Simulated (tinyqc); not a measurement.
The same stress in different states: Raman shift of the zone-centre optical phonon of a diamond-structure crystal under stress. Computed by tinyqc, a small Python program. Command: `OMP_NUM_THREADS=1 python tinyqc.py 3001211 3001212 out.jsonl ramanstress walk`. One thread of a shared host (Intel(R) Xeon(R) Processor @ 2.30GHz), about 0.01 s of CPU time with the checks.

Axes x, y, z are the cube axes. Strain shifts the threefold optical mode and can split it; p, q and r are the phonon deformation potentials.

Inputs (values chosen for the exercise, modelled on silicon):
```
quantity,value,unit
unstrained frequency omega_0,521.6,1/cm
p/omega_0^2,-1.86,-
q/omega_0^2,-2.3,-
r/omega_0^2,-0.708,-
C11,166.3,GPa
C12,63.53,GPa
C44,78.65,GPa
stress sigma (tension positive),-2,GPa
```

Stress state: uniaxial. Axis: [110].

Method:
- S11 = (C11 + C12)/D, S12 = -C12/D, D = (C11 - C12)(C11 + 2 C12), S44 = 1/C44.
- eps_xx = S11 sigma_xx + S12 (sigma_yy + sigma_zz), and cyclic; eps_xy = S44 sigma_xy/2 (tensor strain).
- Secular matrix: M_xx = p eps_xx + q (eps_yy + eps_zz), M_xy = 2 r eps_xy; its eigenvalues are omega^2 - omega_0^2, and the shifts are these over 2 omega_0.
- Uniaxial: sigma n n^T; biaxial: sigma (1 - n n^T); hydrostatic: sigma 1. The line seen from (001) is taken as unresolved, at the intensity-weighted shift M_zz/(2 omega_0).

S44 = 12.7146 1/TPa

S11 = 7.62324 1/TPa

S12 = -2.10723 1/TPa

Shifts (1/cm):
```
state,lowest,middle,highest,line seen from (001)
uniaxial [100],2.340,4.573,4.573,4.573
uniaxial [110],1.109,4.573,5.804,4.573
uniaxial [001],2.340,4.573,4.573,2.340
uniaxial [111],2.264,2.264,6.959,3.829
"biaxial, normal [001]",6.913,6.913,9.146,9.146
"biaxial, normal [111]",4.527,9.222,9.222,7.657
hydrostatic,11.486,11.486,11.486,11.486
```

What follows from these numbers?

Seen from (001), uniaxial stress along [100] and along [110] give the same shift (4.573), and equal biaxial stress in the plane gives twice as much (9.146), since only sigma_xx + sigma_yy and sigma_zz enter M_zz. Stress along [001] gives 2.340. One measured shift therefore fixes the stress only once its state is assumed: read as uniaxial in the plane, a shift implies twice the stress that it does read as biaxial. In the two [111] rows the modes seen are split by 4.7 per cm, more than a line width, so two lines appear there in place of one.

Extremes, crossings and ranges named in words are read from the listed rows.
